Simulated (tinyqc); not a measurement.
Doping the contact: Schottky barrier with interface states (Cowley-Sze model), image lowering and contact resistance. Computed by tinyqc, a small Python program. Command: `OMP_NUM_THREADS=1 python tinyqc.py 3000876 3000877 out.jsonl pinning walk`. One thread of a shared host (Intel(R) Xeon(R) Processor @ 2.30GHz), about 0.01 s of CPU time with the checks.

An n-type semiconductor under a metal. The barrier lies between the Schottky-Mott limit phi_M - chi and the Bardeen limit E_g - E_n, E_n being the neutrality level of the interface states; the space-charge term of the full Cowley-Sze expression is left out.

Inputs (values chosen for the exercise, with gap, mass and screening modelled on CdS):
```
quantity,value,unit
gap E_g,2.53,eV
electron affinity chi,4.17,eV
metal work function phi_M,5.33,eV
neutrality level E_n above the valence band,1.08,eV
interface-state density D,4.9e+13,cm^-2 eV^-1
dipole layer thickness delta,0.15,nm
dipole layer constant eps_i,2,-
dielectric constant eps_s,8.42,-
electron mass m_e,0.208,m_0
valleys M_c,1,-
temperature T,300,K
```

Pinning factor from: interface states.

Constants: e = 1.602176634e-19 C; eps_0 = 8.8541878128e-12 F/m; k_B = 8.617333262e-05 eV/K; hbar = 1.054571817e-34 J s; m_0 = 9.1093837015e-31 kg; k_B = 1.380649e-23 J/K; h = 6.62607015e-34 J s.

Method:
- S = 1/(1 + e^2 D delta/(eps_i eps_0)); for D per eV, e^2 D is the number e x D in SI units, with 1 cm^-2 = 1e4 m^-2.
- phi_B = S (phi_M - chi) + (1 - S)(E_g - E_n); the hole barrier is E_g - phi_B.
- A* = 4 pi e m_e M_c k_B^2/h^3 (a simple valley count); J_s = A* T^2 exp(-phi/k_B T).
- E_00 = (e hbar/2) sqrt(N/(m_e eps_s eps_0)), E_0 = E_00 coth(E_00/k_B T); scaling form of the contact resistivity rho_c = (k_B/(e A* T)) exp(phi_B/E_0), which is the thermionic result when E_00 << k_B T and keeps only the leading exponential of tunnelling when E_00 >> k_B T; image lowering is left out of it.
- Regimes: thermionic below E_00/k_B T = 0.5, field emission above 5.

barrier phi_B = 1.27583 eV

Against doping:
```
N (cm^-3),1e10/sqrt(N),E_00/k_B T,rho_c (ohm cm^2),regime
1.00e+16,1.0000e+02,5.4268e-02,2.9668e+13,thermionic emission
1.00e+17,3.1623e+01,1.7161e-01,1.9291e+13,thermionic emission
1.00e+18,1.0000e+01,5.4268e-01,4.0808e+11,thermionic-field emission
3.00e+18,5.7735e+00,9.3995e-01,6.6760e+08,thermionic-field emission
1.00e+19,3.1623e+00,1.7161e+00,5.8574e+03,thermionic-field emission
3.00e+19,1.8257e+00,2.9724e+00,1.7115e-01,thermionic-field emission
1.00e+20,1.0000e+00,5.4268e+00,1.0225e-04,field emission
3.00e+20,5.7735e-01,9.3995e+00,2.1908e-06,field emission
1.00e+21,3.1623e-01,1.7161e+01,2.0385e-07,field emission
```

Over the thermionic rows rho_c changes by a factor 1.5 only, and then it falls fast, by 20.2 decades in all; in field emission ln rho_c is linear in 1/sqrt(N). It stays above 1e-7 ohm cm^2 at every listed doping.
